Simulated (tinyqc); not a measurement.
Pinning factor and decay constant from two barriers.

Inverse problem. phiB = S (phiM - chi) + (1 - S)(Eg - E0) with S = 1/(1 + (1/S0 - 1) exp(-be ti)). Find S0, S at the given thickness and be.

Parameters, values chosen for the exercise; semiconductor values close to those of silicon; interlayer mass of the order of that in aluminium oxide, offset chosen freely:
```
symbol,value,unit,meaning
Eg,1.13,eV,band gap
chi,4.06,eV,electron affinity
E0,0.37,eV,charge-neutrality level above the valence band
phiM,4.29,eV,metal work function
```

phiB at ti = 0, 0.3 nm (eV): [0.6169, 0.51939324]

Answer. Each barrier gives its S by linear interpolation between the pinned and the unpinned value; the ratio of the two values of 1/S - 1 is exp(be ti).

S0 = 0.270
S = 0.454
be = 2.70 1/nm

Program tinyqc, `OMP_NUM_THREADS=1 python tinyqc.py 2270172 2270173 out.jsonl`; Intel Xeon 2.30GHz, shared host, one thread, about 0.04 s.
